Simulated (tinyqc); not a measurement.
Inside a calculation (part 1 of 2). Method: ROHF in the sto-6g basis, for BeH, spin multiplicity 2. Computed by tinyqc, a small Python program that keeps every step (integrals from PySCF). Settings: charge = 0, multiplicity = 2, basis = sto-6g, energy threshold = 1e-09, iteration cap = 76, orthogonalisation = symmetric, start = Wolfsberg-Helmholz matrix, DIIS depth = 0, method = ROHF. Command: `OMP_NUM_THREADS=1 python tinyqc.py 30914 30915 out.jsonl` (the two numbers bound the seeds that draw the settings). One thread of a shared host (Intel(R) Xeon(R) Processor @ 2.60GHz), about 0.1 s of CPU time with the checks. Later iterations appear only in the table of the cycle.

## One-electron integrals

Geometry (angstrom):
```
atom         x         y         z
Be    0.000000  0.000000  0.000000
H     0.000000  0.000000  2.576000
```

Basis sto-6g: exponents (1/bohr^2) and contraction coefficients of normalised primitives:
```
element  l (shell)    exponent  coefficient
Be           s (1)  312.870494     0.009164
Be           s (1)   57.364463     0.049361
Be           s (1)   16.048509     0.168538
Be           s (1)    5.513096     0.370563
Be           s (1)    2.140897     0.416492
Be           s (1)    0.881739     0.130334
Be           s (2)   13.633247    -0.013253
Be           s (2)    2.698375    -0.046992
Be           s (2)    0.838653    -0.033785
Be           s (2)    0.322660     0.250242
Be           s (2)    0.140131     0.595117
Be           s (2)    0.064233     0.240706
Be           p (3)   13.633247     0.003760
Be           p (3)    2.698375     0.037679
Be           p (3)    0.838653     0.173897
Be           p (3)    0.322660     0.418036
Be           p (3)    0.140131     0.425860
Be           p (3)    0.064233     0.101708
H            s (1)   35.523221     0.009164
H            s (1)    6.513144     0.049361
H            s (1)    1.822143     0.168538
H            s (1)    0.625955     0.370563
H            s (1)    0.243077     0.416492
H            s (1)    0.100112     0.130334
```

Overlap, kinetic and nuclear-attraction integrals over the contracted functions; the nuclear repulsion is the sum of Za Zb / Rab.

nuclear repulsion = 0.82170374 hartree

overlap S, lower triangle:
```
           1Be 1s    1Be 2s   1Be 2px   1Be 2py   1Be 2pz     2H 1s
1Be 1s   1.000000
1Be 2s   0.254764  1.000000
1Be 2px  0.000000  0.000000  1.000000
1Be 2py  0.000000  0.000000  0.000000  1.000000
1Be 2pz  0.000000  0.000000  0.000000  0.000000  1.000000
2H 1s    0.004335  0.113646  0.000000  0.000000  0.161882  1.000000
```

kinetic energy T (hartree), lower triangle:
```
            1Be 1s     1Be 2s   1Be 2px   1Be 2py   1Be 2pz     2H 1s
1Be 1s    6.768753
1Be 2s   -0.207382   0.220121
1Be 2px   0.000000   0.000000  0.661265
1Be 2py   0.000000   0.000000  0.000000  0.661265
1Be 2pz   0.000000   0.000000  0.000000  0.000000  0.661265
2H 1s    -0.002124  -0.007790  0.000000  0.000000  0.001244  0.768522
```

nuclear attraction V (hartree), lower triangle:
```
             1Be 1s     1Be 2s    1Be 2px    1Be 2py    1Be 2pz      2H 1s
1Be 1s   -14.920217
1Be 2s    -1.703069  -2.505233
1Be 2px    0.000000   0.000000  -2.495594
1Be 2py    0.000000   0.000000   0.000000  -2.495594
1Be 2pz   -0.005130  -0.052473   0.000000   0.000000  -2.524209
2H 1s     -0.030708  -0.207768   0.000000   0.000000  -0.289626  -2.061232
```

core Hamiltonian H = T + V (hartree), lower triangle:
```
            1Be 1s     1Be 2s    1Be 2px    1Be 2py    1Be 2pz      2H 1s
1Be 1s   -8.151464
1Be 2s   -1.910451  -2.285112
1Be 2px   0.000000   0.000000  -1.834329
1Be 2py   0.000000   0.000000   0.000000  -1.834329
1Be 2pz  -0.005130  -0.052473   0.000000   0.000000  -1.862944
2H 1s    -0.032832  -0.215559   0.000000   0.000000  -0.288382  -1.292709
```

## Two-electron integrals

Functions are numbered as in S; the eight-fold symmetry (ij|kl) = (ji|kl) = (kl|ij) leaves the list below.

Two-electron integrals (ij|kl) in chemists' order, unique and non-zero (hartree):
```
(11|11) 2.299996   (21|11) 0.361879   (21|21) 0.071926   (22|11) 0.570332
(22|21) 0.139654   (22|22) 0.417773   (31|31) 0.015252   (32|31) 0.022555
(32|32) 0.092340   (33|11) 0.570332   (33|21) 0.139654   (33|22) 0.417773
(33|33) 0.450117   (41|41) 0.015252   (42|41) 0.022555   (42|42) 0.092340
(43|43) 0.024258   (44|11) 0.570332   (44|21) 0.139654   (44|22) 0.417773
(44|33) 0.401601   (44|44) 0.450117   (51|51) 0.015252   (52|51) 0.022555
(52|52) 0.092340   (53|53) 0.024258   (54|54) 0.024258   (55|11) 0.570332
(55|21) 0.139654   (55|22) 0.417773   (55|33) 0.401601   (55|44) 0.401601
(55|55) 0.450117   (61|11) 0.006143   (61|21) 0.001195   (61|22) 0.002346
(61|33) 0.002327   (61|44) 0.002327   (61|51) 0.000119   (61|52) 0.000242
(61|55) 0.002384   (61|61) 0.000021   (62|11) 0.035812   (62|21) 0.009034
(62|22) 0.032492   (62|33) 0.031178   (62|44) 0.031178   (62|51) 0.001101
(62|52) 0.008446   (62|55) 0.035120   (62|61) 0.000169   (62|62) 0.005705
(63|31) 0.000522   (63|32) 0.002976   (63|53) 0.001133   (63|63) 0.000295
(64|41) 0.000522   (64|42) 0.002976   (64|54) 0.001133   (64|64) 0.000295
(65|11) 0.047035   (65|21) 0.011937   (65|22) 0.044157   (65|33) 0.041923
(65|44) 0.041923   (65|51) 0.001730   (65|52) 0.013098   (65|55) 0.048626
(65|61) 0.000228   (65|62) 0.008551   (65|65) 0.012924   (66|11) 0.205416
(66|21) 0.052330   (66|22) 0.204604   (66|33) 0.195542   (66|44) 0.195542
(66|51) 0.005125   (66|52) 0.051576   (66|55) 0.222728   (66|61) 0.000968
(66|62) 0.053916   (66|65) 0.083742   (66|66) 0.774999
```

## Orthogonalisation

S = U s U^T; symmetric (Loewdin) form X = U s^(-1/2) U^T, so that X^T S X = 1.

eigenvalues of S: 0.712645  0.855463  1.000000  1.000000  1.140577  1.291315

X, lower triangle:
```
            1Be 1s     1Be 2s   1Be 2px   1Be 2py    1Be 2pz     2H 1s
1Be 1s    1.025739
1Be 2s   -0.133791   1.030970
1Be 2px   0.000000   0.000000  1.000000
1Be 2py   0.000000   0.000000  0.000000  1.000000
1Be 2pz  -0.001309   0.007401  0.000000  0.000000   1.010121
2H 1s     0.009424  -0.060336  0.000000  0.000000  -0.083009  1.015281
```

## Starting guess

The start is the generalised Wolfsberg-Helmholz matrix (K = 1.75) built on H; D(s) = C_occ C_occ^T for each spin.

D(alpha) at the start, lower triangle:
```
            1Be 1s    1Be 2s   1Be 2px   1Be 2py   1Be 2pz     2H 1s
1Be 1s    0.981035
1Be 2s    0.028603  0.044498
1Be 2px   0.000000  0.000000  0.188652
1Be 2py   0.000000  0.000000  0.391232  0.811348
1Be 2pz  -0.055440  0.186362  0.000000  0.000000  0.812392
2H 1s    -0.018993  0.051659  0.000000  0.000000  0.225852  0.062802
```

D(beta) at the start, lower triangle:
```
            1Be 1s    1Be 2s   1Be 2px   1Be 2py   1Be 2pz     2H 1s
1Be 1s    0.981035
1Be 2s    0.028603  0.044498
1Be 2px   0.000000  0.000000  0.000000
1Be 2py   0.000000  0.000000  0.000000  0.000000
1Be 2pz  -0.055440  0.186362  0.000000  0.000000  0.812392
2H 1s    -0.018993  0.051659  0.000000  0.000000  0.225852  0.062802
```

## Iteration 1: building the Fock matrix

J_ij = sum D_kl (ij|kl) with D = D(alpha) + D(beta), K_ij = sum D_kl (ik|jl) for each spin; F = H + J - K(s); E = tr D H + tr D J / 2 - 0.5 sum_s tr D(s) K(s) + E_nn.

Coulomb J (hartree), lower triangle:
```
           1Be 1s    1Be 2s   1Be 2px   1Be 2py   1Be 2pz     2H 1s
1Be 1s   6.177136
1Be 2s   1.116384  2.340879
1Be 2px  0.000000  0.000000  2.304158
1Be 2py  0.000000  0.000000  0.018981  2.334368
1Be 2pz  0.015856  0.083870  0.000000  0.000000  2.384113
2H 1s    0.019114  0.184147  0.000000  0.000000  0.251835  1.206036
```

exchange K(alpha) (hartree), lower triangle:
```
            1Be 1s    1Be 2s   1Be 2px   1Be 2py   1Be 2pz     2H 1s
1Be 1s    2.307864
1Be 2s    0.420678  0.271684
1Be 2px   0.000000  0.000000  0.145483
1Be 2py   0.000000  0.000000  0.166609  0.410664
1Be 2pz  -0.001558  0.099970  0.000000  0.000000  0.434354
2H 1s     0.009310  0.052522  0.000000  0.000000  0.111411  0.106272
```

exchange K(beta) (hartree), lower triangle:
```
            1Be 1s    1Be 2s   1Be 2px   1Be 2py   1Be 2pz     2H 1s
1Be 1s    2.292613
1Be 2s    0.398123  0.179345
1Be 2px   0.000000  0.000000  0.040886
1Be 2py   0.000000  0.000000  0.000000  0.040886
1Be 2pz  -0.001558  0.099970  0.000000  0.000000  0.410096
2H 1s     0.008788  0.049546  0.000000  0.000000  0.110278  0.105977
```

F(alpha) (hartree), lower triangle:
```
            1Be 1s     1Be 2s    1Be 2px   1Be 2py    1Be 2pz      2H 1s
1Be 1s   -4.282192
1Be 2s   -1.214745  -0.215917
1Be 2px   0.000000   0.000000   0.324346
1Be 2py   0.000000   0.000000  -0.147628  0.089376
1Be 2pz   0.012284  -0.068572   0.000000  0.000000   0.086815
2H 1s    -0.023028  -0.083933   0.000000  0.000000  -0.147957  -0.192946
```

F(beta) (hartree), lower triangle:
```
            1Be 1s     1Be 2s   1Be 2px   1Be 2py    1Be 2pz      2H 1s
1Be 1s   -4.266940
1Be 2s   -1.192190  -0.123578
1Be 2px   0.000000   0.000000  0.428942
1Be 2py   0.000000   0.000000  0.018981  0.459153
1Be 2pz   0.012284  -0.068572  0.000000  0.000000   0.111073
2H 1s    -0.022507  -0.080957  0.000000  0.000000  -0.146825  -0.192651
```

total energy of this density = -14.36188022 hartree

## Iteration 1: Roothaan effective Fock matrix

With projectors Pc = D(beta) S, Po = (D(alpha) - D(beta)) S, Pv = 1 - D(alpha) S, the block xy is Px^T F Py; with Fc = (F(alpha) + F(beta))/2, the blocks are Fc for cc, oo, vv and cv, F(beta) for co and F(alpha) for ov.

effective F (hartree), lower triangle:
```
            1Be 1s     1Be 2s    1Be 2px   1Be 2py    1Be 2pz      2H 1s
1Be 1s   -4.274566
1Be 2s   -1.203467  -0.169748
1Be 2px   0.000000   0.000000   0.376644
1Be 2py   0.000000   0.000000  -0.064324  0.274264
1Be 2pz   0.012284  -0.068572   0.000000  0.000000   0.098944
2H 1s    -0.022767  -0.082445   0.000000  0.000000  -0.147391  -0.192798
```

## Iteration 1: diagonalisation and new density

Diagonalise F' = X^T F X, C = X C', fill 3 alpha and 2 beta electrons from the bottom; D(s) = C_occ C_occ^T. Each column has its largest component positive (the first on a tie).

F' = X^T F X (hartree), lower triangle:
```
           1          2          3         4          5          6
1  -4.170474
2  -0.683871   0.083313
3   0.000000   0.000000   0.376644
4   0.000000   0.000000  -0.064324  0.274264
5   0.018176  -0.056618   0.000000  0.000000   0.123391
6   0.017504  -0.073011   0.000000  0.000000  -0.140916  -0.163880
```

orbital energies (hartree): MO1 -4.277743, MO2 -0.240920, MO3 0.166187, MO4 0.224827, MO5 0.243247, MO6 0.407661

coefficients C:
```
               MO1        MO2        MO3        MO4       MO5        MO6
1Be 1s    0.992629  -0.050425  -0.146778  -0.246440  0.000000   0.000000
1Be 2s    0.027564   0.164909   0.541173   0.873883  0.000000   0.000000
1Be 2px   0.000000   0.000000   0.000000   0.000000  0.434341   0.900749
1Be 2py   0.000000   0.000000   0.000000   0.000000  0.900749  -0.434341
1Be 2pz  -0.002179   0.312505   0.803339  -0.533173  0.000000   0.000000
2H 1s    -0.001407   0.869833  -0.533190   0.022664  0.000000   0.000000
```

D(alpha) after iteration 1, lower triangle:
```
            1Be 1s     1Be 2s   1Be 2px   1Be 2py    1Be 2pz     2H 1s
1Be 1s    1.009399
1Be 2s   -0.060387   0.320824
1Be 2px   0.000000   0.000000  0.000000
1Be 2py   0.000000   0.000000  0.000000  0.000000
1Be 2pz  -0.135833   0.486221  0.000000  0.000000   0.743018
2H 1s     0.033002  -0.145144  0.000000  0.000000  -0.156502  1.040903
```

D(beta) after iteration 1, lower triangle:
```
            1Be 1s    1Be 2s   1Be 2px   1Be 2py   1Be 2pz     2H 1s
1Be 1s    0.987855
1Be 2s    0.019045  0.027955
1Be 2px   0.000000  0.000000  0.000000
1Be 2py   0.000000  0.000000  0.000000  0.000000
1Be 2pz  -0.017921  0.051475  0.000000  0.000000  0.097664
2H 1s    -0.045259  0.143405  0.000000  0.000000  0.271830  0.756611
```

## Iteration 2: building the Fock matrix

As before.

Coulomb J (hartree), lower triangle:
```
           1Be 1s    1Be 2s   1Be 2px   1Be 2py   1Be 2pz     2H 1s
1Be 1s   5.621952
1Be 2s   0.979688  2.002267
1Be 2px  0.000000  0.000000  1.971874
1Be 2py  0.000000  0.000000  0.000000  1.971874
1Be 2pz  0.029169  0.188060  0.000000  0.000000  2.063058
2H 1s    0.017008  0.219245  0.000000  0.000000  0.316260  2.130608
```

exchange K(alpha) (hartree), lower triangle:
```
            1Be 1s    1Be 2s   1Be 2px   1Be 2py   1Be 2pz     2H 1s
1Be 1s    2.312358
1Be 2s    0.387595  0.252836
1Be 2px   0.000000  0.000000  0.059443
1Be 2py   0.000000  0.000000  0.000000  0.059443
1Be 2pz  -0.001291  0.220144  0.000000  0.000000  0.371285
2H 1s     0.007414  0.062517  0.000000  0.000000  0.103500  0.784587
```

exchange K(beta) (hartree), lower triangle:
```
            1Be 1s    1Be 2s   1Be 2px   1Be 2py   1Be 2pz     2H 1s
1Be 1s    2.289214
1Be 2s    0.376273  0.114479
1Be 2px   0.000000  0.000000  0.022521
1Be 2py   0.000000  0.000000  0.000000  0.022521
1Be 2pz  -0.001242  0.049881  0.000000  0.000000  0.102282
2H 1s     0.007439  0.090996  0.000000  0.000000  0.143334  0.649597
```

F(alpha) (hartree), lower triangle:
```
            1Be 1s     1Be 2s   1Be 2px   1Be 2py    1Be 2pz     2H 1s
1Be 1s   -4.841870
1Be 2s   -1.318358  -0.535681
1Be 2px   0.000000   0.000000  0.078102
1Be 2py   0.000000   0.000000  0.000000  0.078102
1Be 2pz   0.025330  -0.084557  0.000000  0.000000  -0.171171
2H 1s    -0.023238  -0.058831  0.000000  0.000000  -0.075623  0.053312
```

F(beta) (hartree), lower triangle:
```
            1Be 1s     1Be 2s   1Be 2px   1Be 2py    1Be 2pz     2H 1s
1Be 1s   -4.818726
1Be 2s   -1.307036  -0.397324
1Be 2px   0.000000   0.000000  0.115024
1Be 2py   0.000000   0.000000  0.000000  0.115024
1Be 2pz   0.025281   0.085705  0.000000  0.000000   0.097832
2H 1s    -0.023263  -0.087310  0.000000  0.000000  -0.115456  0.188302
```

total energy of this density = -14.52712210 hartree

## Iteration 2: Roothaan effective Fock matrix

As before.

effective F (hartree), lower triangle:
```
            1Be 1s     1Be 2s   1Be 2px   1Be 2py    1Be 2pz     2H 1s
1Be 1s   -4.830394
1Be 2s   -1.310776  -0.467844
1Be 2px   0.000000   0.000000  0.096563
1Be 2py   0.000000   0.000000  0.000000  0.096563
1Be 2pz   0.028241   0.005193  0.000000  0.000000  -0.018211
2H 1s    -0.024908  -0.065163  0.000000  0.000000  -0.087989  0.109392
```

## Iteration 2: diagonalisation and new density

As before.

F' = X^T F X (hartree), lower triangle:
```
           1          2         3         4          5         6
1  -4.731243
2  -0.681643  -0.213929
3   0.000000   0.000000  0.096563
4   0.000000   0.000000  0.000000  0.096563
5   0.025814   0.011399  0.000000  0.000000  -0.003003
6   0.014134  -0.061094  0.000000  0.000000  -0.099274  0.134340
```

orbital energies (hartree): MO1 -4.832019, MO2 -0.130824, MO3 -0.048592, MO4 0.096563, MO5 0.096563, MO6 0.197599

coefficients C:
```
               MO1        MO2        MO3        MO4       MO5        MO6
1Be 1s    0.995189  -0.262725   0.084201   0.000000  0.000000   0.060132
1Be 2s    0.018211   0.965714  -0.297843   0.000000  0.000000  -0.250698
1Be 2px   0.000000   0.000000   0.000000   0.992398  0.123072   0.000000
1Be 2py   0.000000   0.000000   0.000000  -0.123072  0.992398   0.000000
1Be 2pz  -0.005834   0.150318   0.856767   0.000000  0.000000  -0.520203
2H 1s    -0.000167   0.217380   0.335240   0.000000  0.000000   0.939029
```

D(alpha) after iteration 2, lower triangle:
```
            1Be 1s     1Be 2s   1Be 2px   1Be 2py   1Be 2pz     2H 1s
1Be 1s    1.066516
1Be 2s   -0.260672   1.021645
1Be 2px   0.000000   0.000000  0.000000
1Be 2py   0.000000   0.000000  0.000000  0.000000
1Be 2pz   0.026843  -0.110124  0.000000  0.000000  0.756680
2H 1s    -0.029049   0.110075  0.000000  0.000000  0.319900  0.159640
```

D(beta) after iteration 2, lower triangle:
```
            1Be 1s    1Be 2s   1Be 2px   1Be 2py   1Be 2pz     2H 1s
1Be 1s    1.059426
1Be 2s   -0.235593  0.932935
1Be 2px   0.000000  0.000000  0.000000
1Be 2py   0.000000  0.000000  0.000000  0.000000
1Be 2pz  -0.045298  0.145058  0.000000  0.000000  0.022629
2H 1s    -0.057277  0.209924  0.000000  0.000000  0.032677  0.047254
```

Within a degenerate level the vectors are fixed only up to a rotation; this is one choice.

## Iteration 3: building the Fock matrix

As before.

Coulomb J (hartree), lower triangle:
```
           1Be 1s    1Be 2s   1Be 2px   1Be 2py   1Be 2pz     2H 1s
1Be 1s   6.187229
1Be 2s   1.104563  2.309886
1Be 2px  0.000000  0.000000  2.292995
1Be 2py  0.000000  0.000000  0.000000  2.292995
1Be 2pz  0.003977  0.030889  0.000000  0.000000  2.343668
2H 1s    0.018795  0.179402  0.000000  0.000000  0.245074  1.215398
```

exchange K(alpha) (hartree), lower triangle:
```
            1Be 1s     1Be 2s   1Be 2px   1Be 2py   1Be 2pz     2H 1s
1Be 1s    2.349327
1Be 2s    0.378909   0.513533
1Be 2px   0.000000   0.000000  0.118598
1Be 2py   0.000000   0.000000  0.000000  0.118598
1Be 2pz  -0.000821  -0.029620  0.000000  0.000000  0.475397
2H 1s     0.008952   0.085415  0.000000  0.000000  0.135217  0.202784
```

exchange K(beta) (hartree), lower triangle:
```
            1Be 1s    1Be 2s   1Be 2px   1Be 2py   1Be 2pz     2H 1s
1Be 1s    2.333417
1Be 2s    0.363192  0.415671
1Be 2px   0.000000  0.000000  0.093504
1Be 2py   0.000000  0.000000  0.000000  0.093504
1Be 2pz  -0.002995  0.078924  0.000000  0.000000  0.110953
2H 1s     0.005487  0.081928  0.000000  0.000000  0.039571  0.072638
```

F(alpha) (hartree), lower triangle:
```
            1Be 1s     1Be 2s   1Be 2px   1Be 2py    1Be 2pz      2H 1s
1Be 1s   -4.313562
1Be 2s   -1.184797  -0.488760
1Be 2px   0.000000   0.000000  0.340069
1Be 2py   0.000000   0.000000  0.000000  0.340069
1Be 2pz  -0.000332   0.008036  0.000000  0.000000   0.005328
2H 1s    -0.022989  -0.121572  0.000000  0.000000  -0.178525  -0.280095
```

F(beta) (hartree), lower triangle:
```
            1Be 1s     1Be 2s   1Be 2px   1Be 2py    1Be 2pz      2H 1s
1Be 1s   -4.297652
1Be 2s   -1.169080  -0.390898
1Be 2px   0.000000   0.000000  0.365163
1Be 2py   0.000000   0.000000  0.000000  0.365163
1Be 2pz   0.001843  -0.100507  0.000000  0.000000   0.369772
2H 1s    -0.019524  -0.118084  0.000000  0.000000  -0.082879  -0.149950
```

total energy of this density = -14.71334530 hartree

## Iteration 3: Roothaan effective Fock matrix

As before.

effective F (hartree), lower triangle:
```
            1Be 1s     1Be 2s   1Be 2px   1Be 2py    1Be 2pz      2H 1s
1Be 1s   -4.305648
1Be 2s   -1.176618  -0.431053
1Be 2px   0.000000   0.000000  0.352616
1Be 2py   0.000000   0.000000  0.000000  0.352616
1Be 2pz  -0.001273  -0.060171  0.000000  0.000000   0.165842
2H 1s    -0.022038  -0.131421  0.000000  0.000000  -0.122633  -0.202147
```

## Iteration 3: diagonalisation and new density

As before.

F' = X^T F X (hartree), lower triangle:
```
           1          2         3         4          5          6
1  -4.215047
2  -0.615723  -0.196184
3   0.000000   0.000000  0.352616
4   0.000000   0.000000  0.000000  0.352616
5   0.003051  -0.044948  0.000000  0.000000   0.187640
6   0.021953  -0.107815  0.000000  0.000000  -0.121318  -0.172094
```

orbital energies (hartree): MO1 -4.307275, MO2 -0.286022, MO3 -0.027516, MO4 0.225130, MO5 0.352616, MO6 0.352616

coefficients C:
```
               MO1        MO2        MO3        MO4        MO5       MO6
1Be 1s    0.994601  -0.146825  -0.243548   0.005306   0.000000  0.000000
1Be 2s    0.020451   0.520234   0.901801  -0.013709   0.000000  0.000000
1Be 2px   0.000000   0.000000   0.000000   0.000000   0.995805  0.091505
1Be 2py   0.000000   0.000000   0.000000   0.000000  -0.091505  0.995805
1Be 2pz   0.000695   0.196569  -0.075843   0.991413   0.000000  0.000000
2H 1s    -0.001066   0.755999  -0.580624  -0.364357   0.000000  0.000000
```

D(alpha) after iteration 3, lower triangle:
```
            1Be 1s     1Be 2s   1Be 2px   1Be 2py   1Be 2pz     2H 1s
1Be 1s    1.070104
1Be 2s   -0.275674   1.084307
1Be 2px   0.000000   0.000000  0.000000
1Be 2py   0.000000   0.000000  0.000000  0.000000
1Be 2pz  -0.009699   0.033881  0.000000  0.000000  0.044392
2H 1s     0.029350  -0.130333  0.000000  0.000000  0.192642  0.908660
```

D(beta) after iteration 3, lower triangle:
```
            1Be 1s    1Be 2s   1Be 2px   1Be 2py   1Be 2pz     2H 1s
1Be 1s    1.010788
1Be 2s   -0.056043  0.271062
1Be 2px   0.000000  0.000000  0.000000
1Be 2py   0.000000  0.000000  0.000000  0.000000
1Be 2pz  -0.028170  0.102276  0.000000  0.000000  0.038640
2H 1s    -0.112060  0.393275  0.000000  0.000000  0.148606  0.571536
```

Within a degenerate level the vectors are fixed only up to a rotation; this is one choice.
